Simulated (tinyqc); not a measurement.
Scattering rates of a carrier in a spherical band by Fermi's golden rule. From acoustic rate back to acoustic deformation potential D_A. Computed by tinyqc, a small Python program. Command: `OMP_NUM_THREADS=1 python tinyqc.py 3005096 3005097 out.jsonl scatter inv`. One thread of a shared host (Intel(R) Xeon(R) Processor @ 2.30GHz), about 0.01 s of CPU time with the checks.

All processes here are isotropic or elastic, and the rate listed is the momentum relaxation rate.

Inputs (values chosen for the exercise, modelled on electrons in silicon):
```
quantity                                value    unit
density-of-states mass of one valley m  0.323     m_0
density rho                              2329  kg/m^3
sound velocity v_l                       8900     m/s
temperature T                             350       K
carrier energy E                          230     meV
```

Crystal: non-polar. Band: parabolic. Impurity formula: Brooks-Herring. Further scattering: none.

Constants: k_B = 1.380649e-23 J/K; e = 1.602176634e-19 C; hbar = 1.054571817e-34 J s; m_0 = 9.1093837015e-31 kg.

Method. Parabolic band: E = hbar^2 k^2/(2 m), speed v = hbar k/m, states per spin, volume and energy g(E) = m k/(2 pi^2 hbar^2). Masses are multiplied by m_0 and all formulas are in SI units. Acoustic deformation potential (elastic, equipartition, absorption and emission together): 1/tau = 2 pi k_B T D_A^2 g(E)/(hbar rho v_l^2).

Problem. A run gave the result below. Find the acoustic deformation potential D_A, known to lie between 4.9 and 13 eV.

acoustic rate = 5.468336e+12 1/s

Solution.

Each step takes the trial c = (a f_b - b f_a)/(f_b - f_a), f being the result less the target and a, b, c the logarithms of the listed values; c replaces end b, the old b replaces a if the sign of f changed, and otherwise f_a is halved.

Scan of the range:
```
acoustic deformation potential D_A (eV)  acoustic rate (1/s)
4.90                                             1.80025e+12
5.77                                             2.49627e+12
6.78                                             3.44666e+12
7.98                                             4.77469e+12
9.39                                             6.61105e+12
11.00                                            9.07246e+12
13.00                                            1.26714e+13
```

False position (Illinois rule, in the logarithm of the input) inside the bracket:
```
step    end a    end b    trial  acoustic rate (1/s)
1     7.98000  9.39000  8.48583          5.39918e+12
2     9.39000  8.48583  8.53500          5.46193e+12
3     9.39000  8.53500  8.54403          5.47350e+12
4     8.53500  8.54403  8.54000          5.46833e+12
5     8.54403  8.54000  8.54000          5.46834e+12
```

Acoustic rate rises at every point of a 13-point scan of the range (every second point is shown), so one value fits; it is bracketed by 7.98 and 9.39. The scan shows a pure power law with exponent 2.000, so scaling from any one row also gives the answer directly. Answer: acoustic deformation potential D_A = 8.540 eV.
